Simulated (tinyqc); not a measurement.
# From Si-Si peak back to degree of relaxation R

Model: composition and strain of an epitaxial Si(1-x)Ge(x) layer from Raman and X-ray peaks. Computed by tinyqc, a small Python program. Command: `OMP_NUM_THREADS=1 python tinyqc.py 3003424 3003425 out.jsonl epiraman inv`. One thread of a shared host (Intel(R) Xeon(R) Processor @ 2.30GHz), about 0.01 s of CPU time with the checks.

A (001) layer, biaxially strained in the plane. The Raman peaks follow empirical lines omega = w0 + c1 x + c3 x^3 + b eps (c3 for Si-Ge alone), with eps the in-plane strain.

Inputs (values chosen for the exercise, modelled on silicon-germanium): Ge fraction x = 0.44; lattice constant of Si = 5.431 angstrom; lattice constant of Ge = 5.658 angstrom; bowing B = 0.03 angstrom; 2 C12/C11 of Si = 0.766; 2 C12/C11 of Ge = 0.758; Si-Si: w0 = 520.3 1/cm; Si-Si: c1 = -64.7 1/cm; Si-Si: strain coefficient b = -687 1/cm; Si-Ge: w0 = 400.1 1/cm; Si-Ge: c1 = 23.3 1/cm; Si-Ge: c3 = -31.6 1/cm; Si-Ge: strain coefficient b = -599 1/cm; Ge-Ge: w0 = 280.3 1/cm; Ge-Ge: c1 = 19.5 1/cm; Ge-Ge: strain coefficient b = -475 1/cm.

Substrate: germanium.

Method:
- Relaxed lattice constant a(x) = a_Si + (a_Ge - a_Si) x - B x (1 - x).
- In-plane constant a_par = a_sub + R (a(x) - a_sub); eps = a_par/a(x) - 1; eps_perp = -(2 C12/C11) eps with 2 C12/C11 linear in x; a_perp = a(x) (1 + eps_perp).
- Insert x and eps in the three lines; the strain part is b eps.

Task: A run gave the result below. Find the degree of relaxation R, known to lie between 0.27 and 0.47.

Si-Si peak = 480.2329 1/cm

Result:

Each step takes the trial c = (a f_b - b f_a)/(f_b - f_a), f being the result less the target and a, b, c the logarithms of the listed values; c replaces end b, the old b replaces a if the sign of f changed, and otherwise f_a is halved.

Scan of the range:
```
degree of relaxation R  Si-Si peak (1/cm)
0.270                             479.619
0.296                             480.054
0.325                             480.539
0.356                             481.058
0.391                             481.643
0.429                             482.279
0.470                             482.965
```

False position (Illinois rule, in the logarithm of the input) inside the bracket:
```
step     end a     end b     trial  Si-Si peak (1/cm)
1     0.296000  0.325000  0.306388            480.228
2     0.325000  0.306388  0.306693            480.233
3     0.325000  0.306693  0.306711            480.233
4     0.306693  0.306711  0.306702            480.233
```

Si-Si peak rises at every point of a 13-point scan of the range (every second point is shown), so one value fits; it is bracketed by 0.296 and 0.325. The scan shows a straight line, so linear interpolation between any two rows gives the answer at once. Answer: degree of relaxation R = 0.3067.
